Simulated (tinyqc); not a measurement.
# Worked calculation: floating body of a partially depleted SOI transistor: body voltage and kink

tinyqc, about 0.2 s, one thread, Intel Xeon 2.30GHz (shared host): `OMP_NUM_THREADS=1 python tinyqc.py 2182181 2182182 out.jsonl` Printed values are rounded.

Source at 0 V. Channel current Ic = 2 nf K Vt^2 [F(0) - F(Vd)](1 + la Vd), F(V) = ln^2(1 + exp((Vg - VT - nf V)/(2 nf Vt))), VT = VT0 - gb Vb. Saturation voltage Vs = 2 Vt sqrt(F(0)) + 3 Vt, excess Ve = (Vd - Vs + sqrt((Vd - Vs)^2 + 0.0004 V^2))/2, multiplication M1 = Ai Ve exp(-Bl/Ve). Each junction passes D(v) = J1 (exp(v/Vt) - 1) + J2 (exp(v/(2 Vt)) - 1). Bipolar current Ib = bb J1 (exp(Vb/Vt) - 1). The body settles where M1 (Ic + Ib) = D(Vb) + D(Vb - Vd) + Vb/Rb; drain current Id = (1 + M1)(Ic + Ib) - D(Vb - Vd).

Values chosen for this exercise; values of the order met in partially depleted silicon-on-insulator transistors:

| symbol | value | unit | meaning |
|---|---|---|---|
| T | 330 | K | temperature |
| VT0 | 0.5 | V | threshold at zero body voltage |
| gb | 0.27 |  | fall of the threshold per volt of body voltage |
| nf | 1.32 |  | slope factor |
| K | 190 | uA/(V^2 um) | gain factor per width |
| la | 0.04 | 1/V | channel-length modulation factor |
| Ai | 3.07 | 1/V | impact-ionisation prefactor |
| Bl | 5.7 | V | impact-ionisation voltage |
| J1 | 1e-12 | uA/um | diffusion saturation current of each junction |
| J2 | 2.5e-8 | uA/um | recombination saturation current of each junction |
| bb | 0.5 |  | gain of the lateral bipolar transistor on the diffusion current |
| Rb | 1e9 | kohm um | resistance of a weak body tie to the source (1e9 stands for no tie, and the term is then dropped) |
| Vg | 0.78 | V | gate voltage |
| Vd | 1.8 | V | drain voltage |

Constants: q = 1.602176634e-19 C, kB = 1.380649e-23 J/K, Vt = kB T/q. Results are converted to the units shown.

Range of the model: The multiplication law is an empirical form chosen for the exercise; self-heating and capacitive coupling to the body are left out, and the linear laws are rough once Vb passes about 0.7 V or M1 about 0.1.

## Starting value

Vb = 0.85 V.

Vb at the start = 0.85 V

## Iteration 1: new Vb

Current into the body I_in = M1 (Ic + Ib) - D(Vb - Vd), current out I_out = D(Vb) + Vb/Rb; f = ln(I_in/I_out), s = df/dVb by central differences over 1e-5 V, Vb(new) = Vb - f/s.

Ic = 20.0344 uA/um
Ve = 1.32871 V
M1 = 0.0559123
I_in = 1.38792 uA/um
I_out = 9.65475 uA/um
f = -1.93964
s = -28.1996 1/V
Vb after iteration 1 = 0.781217 V

## Iteration 2: new Vb

As before.

Ic = 18.6026 uA/um
Ve = 1.34277 V
M1 = 0.0590977
I_in = 1.12457 uA/um
I_out = 0.875778 uA/um
f = 0.250039
s = -33.6381 1/V
Vb after iteration 2 = 0.788650 V

## Course of the iteration

Stop when the step is below 1e-10 V, or after 40 iterations.

Course of the iteration:
```
iteration  Vb before the step (V)  step (V)
1                            0.85   -0.0688
2                        0.781217   7.43e-3
3                        0.788650   1.58e-5
4                        0.788666  9.17e-11
```

Converged in 4 iterations.

## Drain current with floating and with grounded body

converged Vb = 0.788666 V

Id and VT at the converged Vb, Id at Vb = 0, their ratio, and the bipolar share Ib/(Ic + Ib).

VT = 0.287060 V
Id, floating = 20.4434 uA/um
Id, grounded = 6.75952 uA/um
ratio = 3.02439
bipolar share = 2.86922 %

The body rises to 0.789 V and lowers the threshold by 213 mV.
